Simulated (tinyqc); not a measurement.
Eight-band Kane k.p model with strain: one step. Strain of a layer grown coherently on a (001) face. Three cases, with inputs chosen for the exercise.

Question. e_par = (a_sub - a)/a in the plane; no stress along the normal: e_perp = -2 (C12/C11) e_par; exx = eyy = e_par, ezz = e_perp, no shear.

Case 1.

Values chosen (near those of InAs; the results hold for these values, not for the real material): a = 6.052 angstrom (lattice constant); a_sub = 6.164 angstrom (lattice constant of the substrate); C11 = 84 GPa; C12 = 45.4 GPa; C44 = 39.4 GPa; face = 001 (growth face).

Case 2.

Values chosen (near those of GaAs; the results hold for these values, not for the real material): a = 5.646 angstrom (lattice constant); a_sub = 5.507 angstrom (lattice constant of the substrate); C11 = 120.8 GPa; C12 = 55.8 GPa; C44 = 56.4 GPa; face = 001 (growth face).

Case 3.

Values chosen (near those of InP; the results hold for these values, not for the real material): a = 5.871 angstrom (lattice constant); a_sub = 5.831 angstrom (lattice constant of the substrate); C11 = 101.3 GPa; C12 = 55.9 GPa; C44 = 45.7 GPa; face = 001 (growth face).

Give: e_par; e_perp; strain tensor in the cubic axes.

Answer.

Case 1.

e_par = 0.018506
e_perp = -0.020004

strain tensor in the cubic axes:
```
          x         y          z
x  0.018506  0.000000   0.000000
y  0.000000  0.018506   0.000000
z  0.000000  0.000000  -0.020004
```

The layer is under tension in the plane; its volume changes by +1.701 %.

Case 2.

e_par = -0.024619
e_perp = 0.022744

strain tensor in the cubic axes:
```
           x          y         z
x  -0.024619   0.000000  0.000000
y   0.000000  -0.024619  0.000000
z   0.000000   0.000000  0.022744
```

The layer is under compression in the plane; its volume changes by -2.649 %.

Case 3.

e_par = -0.006813
e_perp = 0.007519

strain tensor in the cubic axes:
```
           x          y         z
x  -0.006813   0.000000  0.000000
y   0.000000  -0.006813  0.000000
z   0.000000   0.000000  0.007519
```

The layer is under compression in the plane; its volume changes by -0.611 %.

Computed by tinyqc, one run a case: `OMP_NUM_THREADS=1 python tinyqc.py N N+1 out.jsonl` with N = 1080802, 1080837, 1081227; one thread of a shared Intel(R) Xeon(R) Processor @ 2.30GHz, about 0.1 s a run at most.
